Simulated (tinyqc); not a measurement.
Phonon transmission through an interface between two chains by Green functions: one step, computed by the program tinyqc. Command: `OMP_NUM_THREADS=1 python tinyqc.py 3008359 3008360 out.jsonl agf walk`. One thread of a shared host (Intel(R) Xeon(R) Processor @ 2.30GHz), about 0.01 s of CPU time with the checks.

Two semi-infinite chains (masses m_1, m_2; springs k_1, k_2), motion along the chain. The central region holds the end atom of each chain and two interlayer atoms of mass m_b, joined by springs k_b. lambda = omega^2 in eV/(angstrom^2 u); nu = 15.6333042 THz x sqrt(lambda).

Task: Band tops and impedances. nu_max = 15.6333042 THz x 2 sqrt(k/m); impedance Z = sqrt(k m); long-wave transmission 4 Z_1 Z_2/(Z_1 + Z_2)^2; the probe frequency is the given share of the lower band top.

Inputs (values chosen for the exercise, for two model chains): mass m_1 = 48.6 u; spring k_1 = 2.77 eV/angstrom^2; mass m_2 = 24 u; spring k_2 = 1.32 eV/angstrom^2; probe frequency / lower band top = 0.49.

Atoms in the interlayer: two.

Constants: nu for 1 eV/(angstrom^2 u) = 15.6333042 THz.

Give: band top of chain 1; band top of chain 2; Z_1; Z_2; long-wave transmission; probe frequency.

Result:

band top of chain 1 = 7.465 THz

band top of chain 2 = 7.333 THz

Z_1 = 11.60 sqrt(eV u)/angstrom

Z_2 = 5.628 sqrt(eV u)/angstrom

long-wave transmission = 0.8798

probe frequency = 3.593 THz
